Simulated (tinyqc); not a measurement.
Core-shell quantum dot (spherical envelope functions): sweeps and comparisons. A value that a table varies takes the place of the one given here.

Parabolic bands; strain and other valleys are left out. s states, u = r psi, hard wall at R + H, c = hbar^2/2m0, energies from the band edges of the core. Core: u = sin(k1 r)/k1, k1 = sqrt(m1 E/c). At R, psi and psi'/m are continuous, so u is continuous and its slope in the shell is s = u/R + (m2/m1)(u' - u/R). Shell: u(R + x) = u(R) cos(k2 x) + s sin(k2 x)/k2, k2 = sqrt(m2 (E - V)/c); for negative arguments the functions turn into sinh and cosh. A level has u(R + H) = 0.

Overlap = (integral of u_e u_h)^2 with normalised u. Coulomb integrals J_ab = (q/eps) double integral of u_a(r)^2 u_b(s)^2/max(r, s), q = e^2/(4 pi eps0), one eps everywhere. Exciton E = Eg + E_e + E_h - J_eh; first-order biexciton shift J_ee + J_hh - 2 J_eh (positive: repulsive).

Constants: hbar^2/2m0 = 3.80998211 eV angstrom^2; e^2/(4 pi eps0) = 14.39964547 eV angstrom; hc = 1239.841984 eV nm.

Values chosen for the exercise (near those of a CdTe/CdSe core-shell dot; the results hold for these values, not for the real material): R = 32 angstrom (core radius); Vc = -0.293 eV (conduction edge of the shell above that of the core); Vv = 0.572 eV (hole barrier of the shell); me1 = 0.103 m0 (electron, core); me2 = 0.136 m0 (electron, shell); mh1 = 0.343 m0 (hole, core); mh2 = 0.437 m0 (hole, shell); Eg = 1.519 eV (gap of the core); eps = 6.9 (dielectric constant); Hs = (4, 7, 15, 17, 32, 42, 63) angstrom (shell thicknesses); H = 10 angstrom (shell thickness).

## Growing the shell

All quantities anew for each H.

Results:
```
H (angstrom)  E_e (eV)  E_h (eV)  electron in core  overlap  J_eh (meV)  E (eV)  biexciton shift (meV)
4               0.2566    0.0849             0.984    0.995       101.5   1.759                    0.2
7               0.1949    0.0807             0.933    0.957        94.0   1.701                    1.5
15              0.0504    0.0793             0.622    0.642        76.1   1.573                   13.7
17              0.0187    0.0792             0.534    0.549        72.2   1.545                   17.7
32             -0.1404    0.0792             0.154    0.156        53.5   1.404                   39.0
42             -0.1910    0.0792             0.078    0.079        46.9   1.360                   46.5
63             -0.2406    0.0792             0.026    0.027        38.2   1.319                   56.1
```

The line moves by -440 meV: the electron gives -497, the hole -6 and the weaker attraction +63 meV. Over the last step E_e moves by -49.6 meV and E_h by 0.0 meV; the electron level lies above the shell edge Vc, so at this thickness it still spreads with the shell; whether a thicker shell brings it below Vc depends on whether the core binds a level at all. The overlap goes from 0.995 to 0.027, which scales the radiative lifetime by 37.1 if the rate is proportional to it. Up to H = 4 angstrom E_e exceeds 0.15 Eg, where a parabolic band overstates it.

## What each parameter does

All quantities anew. Each row changes one parameter from the base and keeps the others.

Results:
```
case             E (eV)  overlap  electron in core  biexciton shift (meV)
base              1.649    0.867             0.839                    4.8
R = 29 angstrom   1.676    0.861             0.814                    5.6
H = 15 angstrom   1.573    0.642             0.622                   13.7
Vc = -0.193 eV    1.663    0.892             0.860                    3.9
Vv = 0.429 eV     1.647    0.889             0.839                    4.1
me2 = 0.17 m0     1.619    0.816             0.800                    7.0
mh1 = 0.274 m0    1.663    0.897             0.839                    3.6
eps = 7.9         1.660    0.867             0.839                    4.2
```

The largest shifts from the base row, up to three for each result and ties (the steps differ in size, so this ranks the rows, not the parameters). E (eV): H -0.077, me2 -0.030, R +0.027. overlap: H -0.225, me2 -0.051, mh1 +0.030; unchanged at the printed digits by eps. electron in core: H -0.217, me2 -0.039, R -0.025; unchanged at the printed digits by Vv, mh1 and eps. biexciton shift (meV): H +8.9, me2 +2.1, mh1 -1.3.

(tinyqc, `OMP_NUM_THREADS=1 python tinyqc.py 1251381 1251382 out.jsonl`, Intel(R) Xeon(R) Processor @ 2.30GHz, 1 thread, shared host, about 0.05 s.)
